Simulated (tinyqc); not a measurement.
# Worked calculation: random telegraph noise from one oxide trap in a small MOSFET

Numbers from tinyqc (`OMP_NUM_THREADS=1 python tinyqc.py 2710130 2710131 out.jsonl`; about 0.01 s on one thread of a shared Intel Xeon 2.30GHz). Printed values are rounded.

An acceptor-like trap exchanges electrons with the channel. Inversion charge Q = Cox u, u = n Vt W0(exp((Vg - VT)/(n Vt))), W0 the Lambert function, n = nf, Cox = eps0 eox/tox; linear regime Id = (W/L) mu Q Vd. Relative to threshold the surface potential rises by Vt ln(u/u0) and the oxide voltage by the rest of Vg - VT, with u0 = n Vt W0(1).

Inputs (values chosen for the exercise); values of the order met in silicon transistors:
- T = 300 K (temperature)
- eox = 3.9 (relative permittivity of the gate insulator (close to silicon dioxide))
- tox = 1.2 nm (insulator thickness)
- xt = 0.56 nm (depth of the trap from the channel interface)
- E0 = 0.23 eV (trap level above the channel Fermi level at threshold)
- s0 = 6e-17 cm^2 (capture prefactor)
- EB = 0.2 eV (capture barrier (lattice relaxation))
- lt = 0.16 nm (tunnelling decay length)
- vth = 2.2e7 cm/s (thermal velocity)
- zi = 1.6 nm (thickness of the inversion layer)
- VT = 0.49 V (threshold voltage)
- nf = 1.22 (body factor)
- W = 43 nm (gate width)
- L = 99 nm (gate length)
- mu = 200 cm^2/(V s) (mobility)
- asc = 0 V s (scattering coefficient of the charged trap)
- Vd = 0.1 V (drain voltage)
- Vg = 0.93 V (gate voltage)

Constants: q = 1.602176634e-19 C, kB = 1.380649e-23 J/K, Vt = kB T/q, eps0 = 8.8541878128e-14 F/cm where lengths are in cm. Results are converted to the units shown.

Range of the model: VT is taken as given; short-channel effects and the uneven flow of current among few electrons are left out.

## Trap level, time constants and occupancy

N = Cox u/q; dpsi = Vt ln(u/u0); E = E0 - dpsi - (xt/tox)(Vg - VT - dpsi); capture time tc = 1/[(N/zi) vth s0 exp(-xt/lt - EB/Vt)]; emission time te = tc exp(-E/Vt); occupancy te/(tc + te).

u = 0.3629485 V
N = 6.518785e12 cm^-2
dpsi = 0.07781879 V
E = -0.01683669 eV
tc = 1.410140e-6 s
te = 2.704619e-6 s
occupancy = 0.6572971

The trap lies 0.65 Vt below the Fermi level, so it is filled 65.7 % of the time.

## Step height

A = W L; threshold step dV = q (1 - xt/tox)/(Cox A); gm/Id = 1/(u + n Vt); relative step dI/I = (gm/Id) dV + asc mu/A. Id as defined.

electrons in the channel N A = 277.5047
dV = 0.6975468 mV
gm/Id = 2.534932 1/V
number part of dI/I = 0.1768234 %
dI/I = 0.1768234 %
Id = 9.072778 uA
dI = 16.04279 nA

## Lorentzian spectrum

Spectrum S(f) = 4 dI^2/{(tc + te)[(1/tc + 1/te)^2 + (2 pi f)^2]}; corner fc = (1/tc + 1/te)/(2 pi); variance dI^2 tc te/(tc + te)^2. Give S at f = 0, at fc and at 10 fc.

fc = 1.717102e5 Hz
S(0) = 2.149431e-22 A^2/Hz
S(fc) = 1.074715e-22 A^2/Hz
S(10 fc) = 2.128149e-24 A^2/Hz
rms current = 7.614121 nA

The rms value is 0.475 of the step; it reaches its largest share, 1/2, when tc = te.
